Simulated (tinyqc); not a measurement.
Hubbard ring of 6 sites, step by step. Computed by tinyqc, a small Python program that keeps every step. Settings: hopping = 0.81, U = 10.4, mixing = 0.2, iteration cap = 74. Command: `OMP_NUM_THREADS=1 python tinyqc.py 26887 26888 out.jsonl` (the two numbers bound the seeds that draw the settings). One thread of a shared host (Intel(R) Xeon(R) Processor @ 2.60GHz), about 0.2 s of CPU time with the checks.

one-body matrix (hopping and site energies) (eV), lower triangle:
```
          1         2         3         4         5        6
1   0.00000
2  -0.81000   0.00000
3   0.00000  -0.81000   0.00000
4   0.00000   0.00000  -0.81000   0.00000
5   0.00000   0.00000   0.00000  -0.81000   0.00000
6  -0.81000   0.00000   0.00000   0.00000  -0.81000  0.00000
```

U = 10.40000 eV

electrons, up and down: 3  3

n(up) at the start (a guess, not normalised): 1 0.80000, 2 0.20000, 3 0.80000, 4 0.20000, 5 0.80000, 6 0.20000

n(down) at the start (a guess): 1 0.20000, 2 0.80000, 3 0.20000, 4 0.80000, 5 0.20000, 6 0.80000

Each step fills the lowest levels of T + U n(other spin) and sets n(new) = n + mixing (n(out) - n); stop when output and input agree to 1e-8.

Course of the cycle:

| iteration | E (eV) | largest \|n(out) - n(in)\| | mean \|n_up - n_down\| |
|---|---|---|---|
| 1 | -0.5238631 | 1.71e-01 | 0.94111 |
| 2 | -0.6243306 | 1.42e-01 | 0.95137 |
| 3 | -0.6781845 | 1.17e-01 | 0.95803 |
| 4 | -0.7082671 | 9.55e-02 | 0.96256 |
| 5 | -0.7256341 | 7.80e-02 | 0.96576 |
| 6 | -0.7359240 | 6.36e-02 | 0.96809 |
| 7 | -0.7421469 | 5.17e-02 | 0.96981 |
| 8 | -0.7459713 | 4.20e-02 | 0.97112 |
| 9 | -0.7483519 | 3.41e-02 | 0.97212 |
| 10 | -0.7498488 | 2.77e-02 | 0.97290 |
| 11 | -0.7507977 | 2.25e-02 | 0.97350 |
| ... | ... | ... | ... |
| 64 | -0.7525024 | 3.07e-07 | 0.97588 |
| 65 | -0.7525024 | 2.48e-07 | 0.97588 |
| 66 | -0.7525024 | 2.01e-07 | 0.97588 |
| 67 | -0.7525024 | 1.63e-07 | 0.97588 |
| 68 | -0.7525024 | 1.32e-07 | 0.97588 |
| 69 | -0.7525024 | 1.06e-07 | 0.97588 |
| 70 | -0.7525024 | 8.62e-08 | 0.97588 |
| 71 | -0.7525024 | 6.98e-08 | 0.97588 |
| 72 | -0.7525024 | 5.65e-08 | 0.97588 |
| 73 | -0.7525024 | 4.57e-08 | 0.97588 |
| 74 | -0.7525024 | 3.70e-08 | 0.97588 |

Can the last value be used, and what does the course show?

Not by the stop rule, although the second column moves by less than 1e-07 over the last three steps. Not converged within 74 iterations: the residual falls steadily but slowly, by a factor of about 0.81 a step. The lowest mean-field energy found from random starts is -0.50631 eV. Reruns (cap 100 unless said): mixing 0.5: converged in 27 (E = -0.75250); mixing 0.9: converged in 10 (E = -0.75250); the original settings with a cap of 400: converged in 81 (E = -0.75250).
